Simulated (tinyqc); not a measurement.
Finite-difference solution of the diffusion equation on a small grid. Changing the time step dt. Computed by tinyqc, a small Python program. Command: `OMP_NUM_THREADS=1 python tinyqc.py 3030340 3030341 out.jsonl fdiff sweep`. One thread of a shared host (Intel(R) Xeon(R) Processor @ 2.30GHz), about 0.01 s of CPU time with the checks.

dC/dt = D d2C/dx2 on nodes x_j = j dx, j = 0..11; the far end is sealed.

Inputs (values chosen for the exercise):
```
quantity           value              unit
diffusivity D         15            nm^2/s
grid spacing dx       20                nm
final time t_f       100                 s
surface value C_s     51  % of a reference
```

Boundary at x = 0: fixed surface value. Scheme: explicit.

start values C_j, j = 0, 1, ... (% of a reference): 0  0  0  0  0  0  0  0  0  0  0  0

Method:
- The operator M acts as (M C)_j = C_(j-1) - 2 C_j + C_(j+1); at the sealed far end a mirror node gives 2 C_(N-2) - 2 C_(N-1); at j = 0, C_0 is held at C_s from the start (row of zeros).
- r = D dt/dx^2.
- With r = D dt/dx^2: (1 - theta r M) C(new) = (1 + (1 - theta) r M) C(old); theta = 0 explicit, 1 implicit, 1/2 Crank-Nicolson.
- The run takes n = round(t_f/dt) steps of length t_f/n.
- The dose is the trapezoidal sum of C dx; the error is the largest difference from exp(M D t/dx^2) C(0), the exact time evolution on the same grid.

One run for each value:
```
time step dt (s)  largest error at t_f (%)  mesh ratio r  final C_6 (%)  final dose (% nm)
0.390625                           0.02700       0.01465         1.6113             2267.3
0.781250                           0.05400       0.02930         1.6049             2268.3
1.562500                           0.10802       0.05859         1.5920             2270.4
3.125000                           0.21607       0.11719         1.5654             2274.5
6.250000                           0.43194       0.23438         1.5096             2282.9
```

Describe and explain the trends.

Over the rows, largest error at t_f (%) rises from 0.0270 to 0.432 (exponent d ln y / d ln x about 1.00 throughout). The exponent of largest error at t_f stays at 1: first order in the step.

Extremes, crossings and ranges named in words are read from the listed rows.
